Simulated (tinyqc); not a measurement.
Ballistic Schottky-barrier transistor with a one-dimensional channel, WKB contacts: two steps of the calculation.

Source Fermi level 0, drain Fermi level -Vd. Far from the contacts Ec = pn - psi, and the gate moves psi one to one; the band edges relax as exp(-x/lam) from pn at the source and pn - Vd at the drain; Ev = Ec - Eg. A carrier of energy w inside the channel band meets at a contact a barrier of height D (the contact edge beyond the channel edge): T = 1 for w >= D, else exp(-S), S = 4 lam sqrt(m/C) [sqrt(D - w) - sqrt(w) arctan sqrt((D - w)/w)], C = hbar^2/(2 m0). The two contacts combine as Ts Td/(Ts + Td - Ts Td).

Values chosen for this exercise; channel values close to those of a silicon nanowire with silicide contacts:
- T = 300 K (temperature)
- pn = 0.81 eV (barrier for electrons at both contacts)
- mn = 0.2 m0 (electron mass)
- g = 2 (valleys or subbands)
- lam = 4.4 nm (screening length at the contacts)
- Vd = 0.7 V (drain bias)
- ps = 1.01 V (band shift psi of the channel by the gate)
- w0 = 0.47 eV (energy of one carrier inside the channel band)
- wm = 1.2 eV (upper end of the grid)
- nE = 13 (points of the grid)

Constants: q = 1.602176634e-19 C, kB = 1.380649e-23 J/K, hbar = 1.054571817e-34 J s, h = 6.62607015e-34 J s, m0 = 9.1093837015e-31 kg, Vt = kB T/q, hbar^2/(2 m0) = 0.0380998212 eV nm^2. Results are converted to the units shown.

Question 1. Transmission of one of the electrons. S and T at both contacts for w = w0, and the tunnelling distance lam ln(D/w) at the higher barrier.

D for electrons (eV): source 1.0100000, drain 0.3100000

Give: S at the source; S at the drain; combined T; tunnelling distance.

Answer 1.

S at the source = 6.961
S at the drain = 0
combined T = 9.480e-4
tunnelling distance = 3.366 nm

Question 2. Current of the electrons on a coarse grid. I = g (2 q^2/h) int T(w) [f(Es + w) - f(Ed + w)] dw, f(y) = 1/(1 + exp(y/Vt)). Electrons: Ds = psi, Dd = psi - Vd, Es = Ec, Ed = Ec + Vd. Holes: Ds = -psi, Dd = Vd - psi, Es = -Ev, Ed = -Ev - Vd. The size of each current is taken; both flow from drain to source and add. Simpson's rule on nE equally spaced w from 0 to wm.

Give: w; Ts; Td; T; size of the supply difference; current.

Answer 2.

```
point  w (eV)         Ts         Td          T  size of the supply difference
0       0.000  2.512e-18  1.776e-10  2.512e-18                         0.9996
1       0.100  1.661e-10   0.002131  1.661e-10                         0.9795
2       0.200   8.494e-8     0.1547   8.494e-8                         0.5000
3       0.300   6.053e-6     0.9570   6.053e-6                        0.02047
4       0.400   1.518e-4      1.000   1.518e-4                       4.365e-4
5       0.500   0.001908      1.000   0.001908                       9.125e-6
6       0.600    0.01435      1.000    0.01435                       1.907e-7
7       0.700    0.07125      1.000    0.07125                       3.984e-9
8       0.800     0.2461      1.000     0.2461                      8.326e-11
9       0.900     0.6016      1.000     0.6016                      1.740e-12
10      1.000     0.9867      1.000     0.9867                      3.636e-14
11      1.100      1.000      1.000      1.000                      7.597e-16
12      1.200      1.000      1.000      1.000                      1.588e-17
```

current = 4.080e-6 uA

Range of the model: No scattering, image-force lowering, channel charge or band-to-band tunnelling; parabolic kappa overstates S deep in the gap.

Computed by the program tinyqc: `OMP_NUM_THREADS=1 python tinyqc.py 2390070 2390071 out.jsonl`, one thread of a shared Intel Xeon 2.30GHz, about 0.04 s for the whole run.
